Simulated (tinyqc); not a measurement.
Inside a calculation. Model: hot carriers by balance equations with a heated Maxwellian. Computed by tinyqc, a small Python program that keeps every step. Command: `OMP_NUM_THREADS=1 python tinyqc.py 3028292 3028293 out.jsonl hot walk`. One thread of a shared host (Intel(R) Xeon(R) Processor @ 2.30GHz), about 0.02 s of CPU time with the checks. Intermediate numbers are printed to about 6 digits and carried at full precision; extremes and crossings named in words are read from the listed rows.

The carriers follow a Maxwellian at an electron temperature T_e, slightly displaced; the drift energy is neglected against k_B T_e. The balance averages the rate, not the time, so mu_0 lies below the relaxation-time value.

Inputs (values chosen for the exercise, modelled on holes in silicon):

| quantity | value | unit |
|---|---|---|
| effective mass m | 0.493 | m_0 |
| density rho | 2329 | kg/m^3 |
| sound velocity v_l | 9260 | m/s |
| acoustic deformation potential D_A | 5.7 | eV |
| phonon energy hbar w | 65.2 | meV |
| optical or intervalley deformation potential D_o | 9.1 | 1e8 eV/cm |
| final valleys Z_f | 1 | - |
| lattice temperature T | 100 | K |
| electric field F | 0.4 | kV/cm |
| mixing | 0.2 | - |
| iteration cap | 300 | - |

Band: parabolic. Solver: damped fixed point.

Constants: k_B = 8.617333262e-05 eV/K; k_B = 1.380649e-23 J/K; e = 1.602176634e-19 C; hbar = 1.054571817e-34 J s; m_0 = 9.1093837015e-31 kg; hbar = 6.582119569e-16 eV s.

## Equilibrium values

Parabolic band: E = hbar^2 k^2/(2 m), speed v = hbar k/m, states per spin, volume and energy g(E) = m k/(2 pi^2 hbar^2). Masses are multiplied by m_0 and all formulas are in SI units. Phonon occupation N_q = 1/(exp(hbar w/(k_B T)) - 1). Acoustic deformation potential (elastic, equipartition, absorption and emission together): 1/tau = 2 pi k_B T D_A^2 g(E)/(hbar rho v_l^2). Optical or intervalley deformation potential: 1/tau = (pi Z_f D_o^2/(rho w)) [N_q g(E + hbar w) + (N_q + 1) g(E - hbar w)], with g = 0 below the band edge. Averages over the Maxwellian, <y> = int y x^(1/2) exp(-x) dx / int x^(1/2) exp(-x) dx with x = E/(k_B T_e), split at x_0 = hbar w/(k_B T_e): 64 Gauss-Legendre points in sqrt(x) below it and 128 in sqrt(x - x_0) above it, up to x = 32. Momentum balance: mu(T_e) = e/(m nu), nu = <x (sum of rates)>/<x>. Power lost per carrier: P(T_e) = hbar w <emission rate - absorption rate> + <(2 m v_l^2/(k_B T)) (E - 2 k_B T) acoustic rate>. Energy relaxation time at weak heating: tau_E = (3/2) k_B / (dP/dT_e), the derivative by a central difference of +/- 0.5 K at T_e = T.

low-field mobility mu_0 = 9511.67 cm^2/(V s)

energy relaxation time tau_E = 7.29105 ps

tau_E is 2.73 times the momentum relaxation time m mu_0/e: energy is lost more slowly than direction, which is why carriers heat.

## Balance functions

The field that sustains T_e follows from e mu F^2 = P.

Against the electron temperature:

| T_e (K) | mu (cm^2/(V s)) | P optical (1e9 eV/s) | P acoustic (1e9 eV/s) | F (kV/cm) | drift velocity (1e7 cm/s) |
|---|---|---|---|---|---|
| 110 | 8735.49 | 2.00090e-01 | 2.67010e-02 | 0.1611 | 0.14075 |
| 130 | 7204.49 | 9.71676e-01 | 8.70811e-02 | 0.3834 | 0.27618 |
| 160 | 5227.65 | 3.37310e+00 | 1.93216e-01 | 0.8260 | 0.43178 |
| 200 | 3469.77 | 9.26793e+00 | 3.60036e-01 | 1.6658 | 0.57799 |
| 300 | 1664.25 | 3.53876e+01 | 8.81904e-01 | 4.6683 | 0.77693 |
| 500 | 813.20 | 1.08055e+02 | 2.27707e+00 | 11.6480 | 0.94721 |
| 800 | 507.66 | 2.15415e+02 | 5.04050e+00 | 20.8389 | 1.05790 |
| 1200 | 369.52 | 3.34618e+02 | 9.70095e+00 | 30.5253 | 1.12798 |

Optical phonons take 88 % of the power in the first row and 97 % in the last. The velocity grows as F^0.78 at first and as F^0.17 at the end, so it levels off; if optical phonons alone set both balances the limit at high T_e would be sqrt(3 hbar w tanh(hbar w/2 k_B T)/(4 m)) = 1.32 in the same unit.

## First iteration

Fixed point: T_out = T + (T_e - T) e mu(T_e) F^2/P(T_e), T_new = T_e + mixing (T_out - T_e). Start at T_e = 1.5 T.

mu at the start = 5825.54 cm^2/(V s)

P at the start = 2.54294e+09 eV/s

new T_e = 143.665 K

## The whole iteration

Start at T_e = 1.5 T; stop when T_e moves by less than 1e-6 K or exceeds 1e6 K.

Course of the iteration:

| iteration | T_e (K) | mu (cm^2/(V s)) | step (K) |
|---|---|---|---|
| 1 | 150.000 | 5825.54 | 6.33461e+00 |
| 2 | 143.665 | 6237.86 | 4.36215e+00 |
| 3 | 139.303 | 6535.84 | 2.90742e+00 |
| 4 | 136.396 | 6740.29 | 1.88623e+00 |
| 5 | 134.510 | 6875.23 | 1.19901e+00 |
| 6 | 133.311 | 6961.90 | 7.51283e-01 |
| 7 | 132.559 | 7016.53 | 4.66226e-01 |
| ... | ... | ... | ... |
| 28 | 131.351 | 7104.96 | 1.50315e-05 |
| 29 | 131.351 | 7104.96 | 9.17393e-06 |
| 30 | 131.351 | 7104.96 | 5.59899e-06 |
| 31 | 131.351 | 7104.96 | 3.41715e-06 |
| 32 | 131.351 | 7104.96 | 2.08553e-06 |
| 33 | 131.351 | 7104.96 | 1.27283e-06 |
| 34 | 131.351 | 7104.96 | 7.76829e-07 |

electron temperature T_e = 131.351 K

Converged in 34 iterations.

## Drift velocity

v = mu(T_e) F; warm-carrier coefficient (mu/mu_0 - 1)/F^2.

mobility mu(T_e) = 7104.96 cm^2/(V s)

drift velocity = 0.284198 1e7 cm/s

mu/mu_0 = 0.746973

(mu/mu_0 - 1)/F^2 = -1.58142 cm^2/kV^2

T_e/T = 1.31; the simple estimate T + (2/3) e mu_0 F^2 tau_E/k_B would give 186 K, too high since mu falls and tau_E changes as the gas heats. Caution: the drift energy m v^2/2 is not small against the heating (3/2) k_B (T_e - T), so T_e - T is rough.

Checks made by the program: detailed balance, P(T_e = T) = 0, on the scale of P at 1.1 T (relative difference 2e-10).
